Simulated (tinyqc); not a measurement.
Longitudinal sound in a periodic multilayer: transfer matrices, stop bands and folded phonons. Changing the thickness d_2. Computed by tinyqc, a small Python program. Command: `OMP_NUM_THREADS=1 python tinyqc.py 3027999 3028000 out.jsonl multilayer sweep`. One thread of a shared host (Intel(R) Xeon(R) Processor @ 2.30GHz), about 0.01 s of CPU time with the checks.

Layers 1 and 2 repeat with period d = d_1 + d_2; waves travel normal to the layers, without loss. State vector (u, s): displacement u and stress divided by omega. Impedances Z = rho v are in 1e6 kg/(m^2 s).

Inputs (values chosen for the exercise, modelled on silicon (layer 1), germanium (layer 2) and gallium arsenide (substrate)):

| quantity | value | unit |
|---|---|---|
| density rho_1 | 2.37 | g/cm^3 |
| velocity v_1 | 8410 | m/s |
| thickness d_1 | 319 | nm |
| density rho_2 | 5.31 | g/cm^3 |
| velocity v_2 | 4860 | m/s |
| substrate density | 5.35 | g/cm^3 |
| substrate velocity | 4760 | m/s |
| periods N | 8 | - |

Method:
- Z = rho v; interface reflection r = (Z_2 - Z_1)/(Z_2 + Z_1) (stress amplitude, from 1 into 2); Bragg frequency f_B = 1/[2 (d_1/v_1 + d_2/v_2)]; long-wave velocity v_eff = d/sqrt[(d_1/v_1)^2 + (d_2/v_2)^2 + (Z_1/Z_2 + Z_2/Z_1)(d_1/v_1)(d_2/v_2)].
- A layer maps (u, s) by [[cos p, sin p/Z], [-Z sin p, cos p]], p = 2 pi f d_i/v_i; one period is M = M_2 M_1, and cos(q d) = trace(M)/2.
- For N periods A = M^N. A wave comes from a thick layer of material 1 and leaves into the substrate (Z_s): transmitted power T = 4 Z_1 Z_s/|Z_1 A_22 + Z_s A_11 - i (Z_1 Z_s A_12 - A_21)|^2, reflected power R = 1 - T.
- Gap m contains m f_B; its edges, where trace(M)/2 = (-1)^m, are found by root search. Weak-contrast estimate of the width: (4 f_B/pi) |r sin(m pi a)|, a = (d_1/v_1)/(d_1/v_1 + d_2/v_2).

One run for each value:

| thickness d_2 (nm) | width/f_B (%) | Bragg frequency f_B (GHz) | transmitted power at f_B | long-wave velocity v_eff (m/s) |
|---|---|---|---|---|
| 30.7 | 7.138 | 11.300 | 0.51980 | 7870.9 |
| 48.1 | 9.934 | 10.454 | 0.31303 | 7633.5 |
| 75.3 | 12.948 | 9.359 | 0.16780 | 7330.0 |
| 118.0 | 15.426 | 8.037 | 0.09762 | 6969.1 |
| 184.0 | 16.400 | 6.597 | 0.07868 | 6581.7 |
| 289.0 | 15.411 | 5.134 | 0.09793 | 6193.3 |
| 452.0 | 12.937 | 3.819 | 0.16816 | 5848.2 |
| 707.0 | 9.929 | 2.726 | 0.31331 | 5563.7 |
| 1110.0 | 7.123 | 1.877 | 0.52113 | 5343.7 |

Over the rows, width/f_B (%) goes from 7.14 through a maximum among these rows, 16.4 at 184, to 7.12; Bragg frequency f_B (GHz) falls from 11.3 to 1.88 (exponent d ln y / d ln x -0.17 between the first rows and -0.83 between the last); transmitted power at f_B goes from 0.520 through a minimum among these rows, 0.0787 at 184, to 0.521. The relative width is largest when both layers have equal transit times, at d_2 = 184 nm.

Extremes, crossings and ranges named in words are read from the listed rows.
